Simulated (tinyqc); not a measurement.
# Surface Green function of a square-lattice strip three rows wide, Sancho-Rubio decimation, step by step

tinyqc, about 0.1 s, one thread, Intel Xeon 2.30GHz (shared host): `OMP_NUM_THREADS=1 python tinyqc.py 2680131 2680132 out.jsonl` Printed values are rounded.

A semi-infinite lead of cells 0, 1, 2, ... with H0 inside a cell and H1 = <cell i|H|cell i + 1>. A cell is one column of three sites. z = E + i eta.

Values chosen for this exercise: hopping along the strip t = 1 eV; hopping across the strip ty = 0.85 eV; site energies of the three rows u = [0.59, 0.39, -0.46] eV; energy E = -1.21 eV; broadening eta = 0.05 eV.

## The blocks

Read off from the list of hoppings.

H0 (eV):
```
       1      2      3
1   0.59  -0.85      0
2  -0.85   0.39  -0.85
3      0  -0.85  -0.46
```

H1 (eV):
```
    1   2   3
1  -1   0   0
2   0  -1   0
3   0   0  -1
```

## Round 1: decimation

Start with e_s = e = H0, a = H1, b = H1^dagger. Each round: g = (z - e)^(-1); e_s <- e_s + a g b; e <- e + a g b + b g a; a <- a g a; b <- b g b (all with the old a, b). Round k joins cells 2^k apart.

g (1/eV):
```
                     1                    2                    3
1  -1.263236-0.436263i  -1.524279-0.849543i  -1.655969-1.073213i
2  -1.524279-0.849543i  -3.277858-1.709369i  -3.569888-2.175277i
3  -1.655969-1.073213i  -3.569888-2.175277i  -5.191777-2.811432i
```

e_s after round 1 (eV):
```
                     1                    2                    3
1  -0.673236-0.436263i  -2.374279-0.849543i  -1.655969-1.073213i
2  -2.374279-0.849543i  -2.887858-1.709369i  -4.419888-2.175277i
3  -1.655969-1.073213i  -4.419888-2.175277i  -5.651777-2.811432i
```

e after round 1 (eV):
```
                   1                  2                   3
1  -1.93647-0.87253i  -3.89856-1.69909i   -3.31194-2.14643i
2  -3.89856-1.69909i  -6.16572-3.41874i   -7.98978-4.35055i
3  -3.31194-2.14643i  -7.98978-4.35055i  -10.84355-5.62286i
```

a after round 1 (eV):
```
                     1                    2                    3
1  -1.263236-0.436263i  -1.524279-0.849543i  -1.655969-1.073213i
2  -1.524279-0.849543i  -3.277858-1.709369i  -3.569888-2.175277i
3  -1.655969-1.073213i  -3.569888-2.175277i  -5.191777-2.811432i
```

b after round 1 (eV):
```
                     1                    2                    3
1  -1.263236-0.436263i  -1.524279-0.849543i  -1.655969-1.073213i
2  -1.524279-0.849543i  -3.277858-1.709369i  -3.569888-2.175277i
3  -1.655969-1.073213i  -3.569888-2.175277i  -5.191777-2.811432i
```

## Round 2: decimation

As before.

g (1/eV):
```
                     1                    2                    3
1   1.877382-1.249364i   1.390273-0.688180i  -1.792925+1.009920i
2   1.390273-0.688180i   0.411580-0.401369i  -0.824516+0.559368i
3  -1.792925+1.009920i  -0.824516+0.559368i   1.379989-0.851921i
```

e_s after round 2 (eV):
```
                     1                    2                    3
1   0.897073-0.842813i  -0.917003-0.768862i  -1.724447-0.031647i
2  -0.917003-0.768862i  -1.043139-1.055369i  -3.047202-0.807955i
3  -1.724447-0.031647i  -3.047202-0.807955i  -2.365894-1.831677i
```

e after round 2 (eV):
```
                     1                    2                    3
1   1.204146-1.685627i  -0.984006-1.537723i  -3.448893-0.063293i
2  -0.984006-1.537723i  -2.476278-2.110737i  -5.244403-1.615909i
3  -3.448893-0.063293i  -5.244403-1.615909i  -4.271788-3.663353i
```

a after round 2 (eV):
```
                     1                   2                    3
1   1.570309-0.406550i  1.457276+0.080681i  -0.068478+1.041567i
2   1.457276+0.080681i  1.844719+0.654000i   1.372686+1.367322i
3  -0.068478+1.041567i  1.372686+1.367322i   3.285883+0.979756i
```

b after round 2 (eV):
```
                     1                   2                    3
1   1.570309-0.406550i  1.457276+0.080681i  -0.068478+1.041567i
2   1.457276+0.080681i  1.844719+0.654000i   1.372686+1.367322i
3  -0.068478+1.041567i  1.372686+1.367322i   3.285883+0.979756i
```

## Course of the decimation

Stop when the largest entry of a and b is below 1e-12 eV, or after 60 rounds. The last column is -Im Tr (z - e_s)^(-1)/pi. At the end g_s = (z - e_s)^(-1), and the bulk Green function is (z - e)^(-1).

Course of the iteration:
```
round  largest |a|, |b| (eV)  surface density of states (1/eV)
1                       5.90                        0.09379965
2                       3.43                        0.07549835
3                       1.33                         0.1413416
4                      0.719                         0.3243691
5                      0.441                         0.7281946
6                      0.293                         0.5182020
7                     0.0513                         0.5440368
8                    1.88e-3                         0.5443307
9                    3.09e-6                         0.5443292
10                  8.48e-12                         0.5443292
11                   < 1e-12                         0.5443292
```

Converged in 11 rounds, which stand for 2^11 cells. E lies inside a band (2 open mode(s)), where only eta damps the waves, over about v/eta cells with v the group velocity in eV a cell.

## Self-energy, Dyson check and densities of states

converged surface Green function g_s (1/eV):
```
                       1                      2                      3
1  -0.5051559-0.4527216i   0.0090661-0.3651828i   0.1718529+0.0828247i
2   0.0090661-0.3651828i  -0.3311697-0.4558222i   0.2213551-0.2628699i
3   0.1718529+0.0828247i   0.2213551-0.2628699i  -0.2816676-0.8015169i
```

converged bulk Green function (1/eV):
```
                       1                      2                      3
1  -0.2296092-0.3873657i   0.2361848-0.2635635i  -0.0954679+0.1617227i
2   0.2361848-0.2635635i  -0.2695042-0.2876579i   0.1182539-0.0637883i
3  -0.0954679+0.1617227i   0.1182539-0.0637883i  -0.0557824-0.5131689i
```

Sigma = H1 g_s H1^dagger is what the lead adds to one more cell, and (z - H0 - Sigma)^(-1) must give g_s back. Densities of states: -Im of the diagonals over pi.

Sigma (eV):
```
                       1                      2                      3
1  -0.5051559-0.4527216i   0.0090661-0.3651828i   0.1718529+0.0828247i
2   0.0090661-0.3651828i  -0.3311697-0.4558222i   0.2213551-0.2628699i
3   0.1718529+0.0828247i   0.2213551-0.2628699i  -0.2816676-0.8015169i
```

(z - H0 - Sigma)^(-1) (1/eV):
```
                       1                      2                      3
1  -0.5051559-0.4527216i   0.0090661-0.3651828i   0.1718529+0.0828247i
2   0.0090661-0.3651828i  -0.3311697-0.4558222i   0.2213551-0.2628699i
3   0.1718529+0.0828247i   0.2213551-0.2628699i  -0.2816676-0.8015169i
```

```
orbital  surface density of states (1/eV)  bulk density of states (1/eV)
1                               0.1441058                      0.1233023
2                               0.1450927                      0.0915643
3                               0.2551307                      0.1633467
```

The surface cell holds 0.544 states per eV against 0.378 for a bulk cell.
